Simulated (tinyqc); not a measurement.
# Schottky diode by thermionic emission with image-force lowering and series resistance: two studies

Metal on an n-type semiconductor with one parabolic valley; V > 0 is forward bias (metal positive). I = I0 [exp(Vj/(n Vt)) - 1] with Vj = V - I Rs; I0 = S A* T^2 exp(-(phi - dphi)/Vt), the lowering dphi taken at zero bias.

Values chosen for this exercise; band and dielectric values close to those of indium phosphide: temperature T = 400 K; electron mass me = 0.0813 m0; relative permittivity eps_r = 12.7; barrier height seen from the metal phi = 0.98 eV; donor density Nd = 5e15 cm^-3; area S = 0.0044 cm^2; ideality factor n = 1.2; series resistance Rs = 1 ohm.

Constants: q = 1.602176634e-19 C, kB = 1.380649e-23 J/K, h = 6.62607015e-34 J s, m0 = 9.1093837015e-31 kg, Vt = kB T/q, eps0 = 8.8541878128e-14 F/cm where lengths are in cm. Results are converted to the units shown.

Each table varies one quantity; the others keep the values above.

## Soft saturation in reverse bias

A* = 4 pi q me m0 kB^2/h^3 (times 1e-4 for A/(cm^2 K^2)); Nc = 2 (2 pi me m0 kB T/h^2)^1.5 (times 1e-6 for cm^-3); xi = Vt ln(Nc/Nd), Vbi = phi - xi; surface field Em = sqrt(2 q Nd (Vbi - V - Vt)/(eps0 eps_r)); dphi = sqrt(q Em/(4 pi eps0 eps_r)). Here dphi follows the bias, J = -A* T^2 exp(-(phi - dphi(V))/Vt) [1 - exp(V/Vt)], without Rs.

Soft saturation in reverse bias:
```
V (V),Em (kV/cm),dphi (meV),J (A/cm^2)
-0.2,37.11,20.51,-1.270e-6
-0.5,42.48,21.95,-1.328e-6
-1,50.17,23.85,-1.403e-6
-2,62.79,26.68,-1.523e-6
-4,82.41,30.57,-1.705e-6
-7,105.2,34.54,-1.913e-6
-10,123.9,37.47,-2.083e-6
-15,149.9,41.22,-2.323e-6
```

What does the table show?

dphi rises from 20.5 to 41.2 meV, as the square root of the field, and |J| grows by a factor of 1.83: the reverse current does not saturate. Tunnelling and generation are left out.

## Current against voltage

Same model as above.

The apparent ideality is (dV/d ln I)/Vt.

Result of one run:
```
V (V),I (A),Vj (V),apparent ideality
0.59,0.007140,0.5829,1.407
```

What becomes of these results when the applied bias V is changed from 0.59 to 0.32 V, all else the same?

Result of the changed run:
```
V (V),I (A),Vj (V),apparent ideality
0.32,1.240e-5,0.3200,1.200
```

The whole series:
```
V (V),I (A),Vj (V),apparent ideality
0.05,1.273e-8,0.05000,0.8417
0.19,5.302e-7,0.1900,1.188
0.32,1.240e-5,0.3200,1.200
0.46,3.630e-4,0.4596,1.211
0.59,0.007140,0.5829,1.407
0.73,0.05946,0.6705,2.925
0.87,0.1588,0.7112,5.808
1,0.2673,0.7327,8.955
1.14,0.3915,0.7485,12.56
1.27,0.5105,0.7595,16.01
```

I rises from 1.27e-8 to 0.511 A, and the apparent ideality rises from 0.842 to 16.0, against n = 1.2. It starts below n because the -1 in the diode law still counts there. From V = 0.73 V on, I Rs exceeds n Vt and the resistance bends the curve. In 4 of the 10 rows Vj is within 3 Vt of Vbi or past it, where the depletion layer is gone and the emission formula overstates the current.

Numbers from tinyqc (`OMP_NUM_THREADS=1 python tinyqc.py 2640151 2640152 out.jsonl`; about 0.01 s on one thread of a shared Intel Xeon 2.30GHz).
